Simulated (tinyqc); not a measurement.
# AlGaN/GaN HEMT with access regions, lumped model: several studies

A polarisation-induced electron sheet under a Schottky gate, in series with two ungated access regions and contacts. Drift law v = mu E/(1 + mu E/vs) under the gate. Currents in mA/mm, resistances in ohm mm. No self-heating, no channel-length modulation; fits for polarisation, barrier and offset are chosen for the exercise.

Values chosen for this exercise; values close to those of AlGaN/GaN structures:
- x = 0.19 (aluminium share of the barrier)
- d = 18 nm (barrier thickness)
- eps_r = 9.2 (relative permittivity of barrier and channel)
- mu = 1400 cm^2/(V s) (channel mobility)
- vs = 1.5e7 cm/s (saturation velocity)
- Lg = 0.25 um (gate length)
- Ls = 0.5 um (source access length)
- Ld = 2 um (drain access length)
- Rc = 0.46 ohm mm (resistance of each contact)
- ft = 0 (share of the drain-access electrons removed by traps)
- Vg = 0.5 V (gate voltage)
- Ec = 2.8 MV/cm (critical field)
- te = 0.31 um (depth over which the depleted charge spreads)
- tf = 300 nm (insulator under the field plate)
- ei = 7.5 (relative permittivity of that insulator)

Constants: q = 1.602176634e-19 C, eps0 = 8.8541878128e-14 F/cm where lengths are in cm. Results are converted to the units shown.

Each table varies one quantity; the others keep the values above.

## Field plate: effect of the aluminium share of the barrier

sigma = (5e13 x + 1.6e13 x^2) cm^-2, phiB = 0.84 + 1.3 x, dEc = 0.7 (1.71 x + x^2) in volts, Cb = eps0 eps_r/d, VT = phiB - dEc - q sigma/Cb, access density n0 = -Cb VT/q. Off state: a depleted stretch that holds the voltage V has the peak field sqrt(k V), k = 2 q n0/(eps0 eps_r te), so one edge holds V1 = Ec^2/k. The sheet under the plate pinches off at Vf = q n0 (1/Cb + tf/(eps0 ei)); beyond it the gate edge is screened. BV = V1 if Vf >= V1, else Vf + V1, and at most Ec Ld.

The same in every row: Ec Ld (V) = 560.0.

Field plate: effect of the aluminium share of the barrier:

| x | Vf (V) | V1 (V) | BV (V) |
|---|---|---|---|
| 0.14 | 37.50 | 125.1 | 162.6 |
| 0.18 | 54.34 | 86.32 | 140.7 |
| 0.22 | 71.62 | 65.49 | 65.49 |
| 0.26 | 89.34 | 52.51 | 52.51 |
| 0.3 | 107.5 | 43.64 | 43.64 |
| 0.34 | 126.1 | 37.20 | 37.20 |
| 0.38 | 145.1 | 32.33 | 32.33 |

BV falls from 163 to 32.3 V. The plate helps (Vf < V1) in 2 of the 7 rows, and the access length caps BV in 0. More sheet charge lowers Ron but steepens the field, so V1 falls.

## Effect of the gate voltage

Access resistance R(L, n) = L/(q mu n sqrt(1 - (I/(q n vs))^2)); Rs = Rc + R(Ls, n0), Rd = Rc + R(Ld, (1 - ft) n0). Vg' = Vg - I Rs, Vd' = Vd - I (Rs + Rd); with u = Vg' - VT, Vc = vs Lg/mu and w the smaller of Vd' and Vc [sqrt(1 + 2 u/Vc) - 1] (0 if negative), the channel gives (mu Cb/Lg)(u w - w^2/2)/(1 + w/Vc). I equals that channel current. Isat is I at Vd = 10 V, gm = dIsat/dVg, Ron the limit of Vd/I at small Vd.

The same in every row: VT (V) = -2.734; n0 (cm^-2) = 7.721e12.

Effect of the gate voltage:

| Vg (V) | Ron (ohm mm) | Isat (mA/mm) | gm (mS/mm) |
|---|---|---|---|
| -2.3 | 3.274 | 81.19 | 264.4 |
| -1.8 | 2.786 | 228.7 | 316.7 |
| -1.2 | 2.621 | 427.3 | 341.8 |
| -0.7 | 2.558 | 600.9 | 351.2 |
| -0.1 | 2.513 | 812.9 | 354.2 |
| 0.4 | 2.489 | 989.3 | 350.1 |
| 1 | 2.469 | 1195 | 335.0 |
| 1.5 | 2.457 | 1357 | 310.1 |

What does the table show?

As Vg goes from -2.3 to 1.5 V, Ron falls from 3.27 to 2.46 ohm mm, Isat rises from 81.2 to 1360 mA/mm and gm goes from 264 through a maximum of 354 (at Vg = -0.1 V among the rows listed) to 310 mS/mm. The ceiling Cb vs is 679 mS/mm. For Vg = -0.7 to 1.5 V the power passes 5 W/mm, where self-heating, left out here, lowers the current. For Vg = 1 to 1.5 V Vg comes within 0.2 V of phiB or passes it, so at low drain current, as for Ron, the Schottky gate would conduct.

## Effect of the barrier thickness

Same model as above.

Results:

| d (nm) | VT (V) | n0 (cm^-2) | Ron (ohm mm) | Isat (mA/mm) | gm (mS/mm) |
|---|---|---|---|---|---|
| 8 | -0.7514 | 4.775e12 | 3.394 | 507.3 | 459.3 |
| 11 | -1.346 | 6.221e12 | 2.842 | 712.6 | 435.0 |
| 14 | -1.941 | 7.048e12 | 2.627 | 866.9 | 396.0 |
| 18 | -2.734 | 7.721e12 | 2.486 | 1024 | 348.4 |
| 27 | -4.517 | 8.507e12 | 2.348 | 1264 | 270.8 |
| 33 | -5.707 | 8.792e12 | 2.304 | 1373 | 235.2 |

Estimate the missing row, d = 22 nm.

Computed row:

| d (nm) | VT (V) | n0 (cm^-2) | Ron (ohm mm) | Isat (mA/mm) | gm (mS/mm) |
|---|---|---|---|---|---|
| 22 | -3.526 | 8.150e12 | 2.407 | 1145 | 309.4 |

With this row back in the table: As d goes from 8 to 33 nm, Ron falls from 3.39 to 2.30 ohm mm, Isat rises from 507 to 1370 mA/mm and gm falls from 459 to 235 mS/mm. VT falls from -0.751 to -5.71 V. In every row the power passes 5 W/mm, where self-heating, left out here, lowers the current.

Computed by the program tinyqc: `OMP_NUM_THREADS=1 python tinyqc.py 2570171 2570172 out.jsonl`, one thread of a shared Intel Xeon 2.30GHz, about 0.03 s for the whole run.
